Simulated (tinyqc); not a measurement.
Surface photovoltage measurement of the minority-carrier diffusion length in a wafer: one step, computed by the program tinyqc.

Low injection, steady light, a depletion layer much thinner than 1/alpha and L. The excess density dn is taken at the front edge of the neutral region; light that reaches the back is lost.

Task: The linear plot. alpha = (84.732/lambda - 76.417)^2 per cm with lambda in micrometre (an empirical fit for silicon between 0.7 and 1.05 micrometre). Thick wafer: dn = Phi L/((S_f + D/L)(L + 1/alpha)). Finite wafer, with s = S_b L/D, w = W/L, a = alpha L: dn = [Phi a/(a^2 - 1)] [a - B - exp(-alpha W)(a - s)/(cosh w + s sinh w)]/(S_f + B D/L), B = (sinh w + s cosh w)/(cosh w + s sinh w). Readings y = (Phi/dn) (1 + noise x g) at 780, 830, 880, 920, 950, 975 and 995 nm; a least-squares line y = c (1/alpha + L_app) gives L_app = intercept/slope.

Inputs (values chosen for the exercise, modelled on p-type silicon at room temperature):
```
quantity                            value        unit
diffusion length L                    420  micrometre
wafer thickness W                     525  micrometre
diffusivity D                        30.2      cm^2/s
front recombination velocity S_f    17000        cm/s
back recombination velocity S_b    720000        cm/s
photon flux entering              3.8e+13  1/(cm^2 s)
relative noise of each reading          1           %
```

normal deviates g for the noise: -1.80  -1.67  0.25  -0.85  -0.11  -1.35  -1.48

Give: the table «Readings» with the columns 1/alpha (micrometre), y (cm/s), line (cm/s), for lambda (nm) = 780, 830, 880, 920, 950, 975, 995; slope; apparent length L_app; error of L_app (rounded to 0.001).

Result:

Readings:
```
lambda (nm)  1/alpha (micrometre)  y (cm/s)  line (cm/s)
780                           9.6     18004        18083
830                          15.2     18306        18395
880                          25.3     19191        18966
920                          40.7     19787        19829
950                          61.3     21071        20989
975                          90.9     22516        22657
995                         130.9     24952        24906
```

slope = 56.27 cm/(s micrometre)

apparent length L_app = 311.7 micrometre

error of L_app (rounded to 0.001) = -25.777 %

Without noise the error would be -26.7 %, from the finite thickness at W/L = 1.2. S_f scales all readings alike and leaves L_app unchanged.
